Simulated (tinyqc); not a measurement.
Worked calculation: density of states of one tight-binding band on the triangular lattice. Values are carried at full precision from step to step, so a last printed digit may differ when a step is redone from the rounded ones.

E(k) = -2 t (cos 2 pi k1 + cos 2 pi k2 + cos 2 pi (k1 + k2)); k in fractions of the reciprocal vectors, mesh k_i = j/N with j = 0 .. N-1. Densities are per cell and per spin, so the band holds one state.

Parameters, chosen for this exercise: t = 0.52 eV (nearest hopping); N = 4 (mesh points along each axis); bins = 6 (bins of the histogram); E_lo = -3.213 eV (lower end of the histogram); E_hi = 1.617 eV (upper end); E = 0.44 eV (energy at which the density is wanted); sigma = 0.156 eV (Gaussian width).

## Energies on the mesh

Evaluate the band at all 16 points and collect equal values.

Distinct energies:
```
E_k (eV)  points
-3.1200        1
-1.0400        6
1.0400         9
```

The 16 points give 3 distinct energies between -3.1200 and 1.0400 eV; a dense mesh gives a band from -3.120 to 1.560 eV.

## Histogram

Count the points in equal bins from E_lo to E_hi; g = count/(all points x bin width).

Histogram:
```
from (eV)  to (eV)  points  g (1/eV)
-3.2130    -2.4080       1    0.0776
-2.4080    -1.6030       0    0.0000
-1.6030    -0.7980       6    0.4658
-0.7980     0.0070       0    0.0000
0.0070      0.8120       0    0.0000
0.8120      1.6170       9    0.6988
```

Empty bins: 3 of 6; the fullest holds 9 points. Empty bins inside the band come from the coarse mesh, not from gaps.

## Gaussian broadening at one energy

Gaussian broadening: g(E) = mean over the mesh of exp(-(E - E_k)^2/(2 sigma^2))/(sigma sqrt(2 pi)), n(E) = mean of erfc((E_k - E)/(sigma sqrt 2))/2.

Sum over the distinct energies with their counts.

n(E) = 0.4375
g(E) = 0.0009 1/eV

## Sum over all linear triangles

Each cell of the mesh is cut along (i+1, j)-(i, j+1) into two triangles. For corner energies e1 <= e2 <= e3 and eij = ei - ej, the share of the triangle below E is n = (E - e1)^2/(e21 e31) for e1 < E < e2 and n = 1 - (e3 - E)^2/(e31 e32) for e2 < E < e3; its density of states is g = dn/dE.

Average n and g over all pieces of the mesh. The reference uses the same method with N = 240.

n(E) = 0.5493
g(E) = 0.3086 1/eV
reference n(E) = 0.502
reference g(E) = 0.271 1/eV

On this mesh the linear method errs by +0.038 1/eV in g and +0.048 in n; the Gaussian sum erred by -0.270 and -0.064.

## Checks

- States below the top of the band by the linear method against one: both 1.000000.

Run: tinyqc, `OMP_NUM_THREADS=1 python tinyqc.py 1651919 1651920 out.jsonl`; Intel(R) Xeon(R) Processor @ 2.30GHz, one thread, shared host; about 0.08 s of CPU time with all checks.
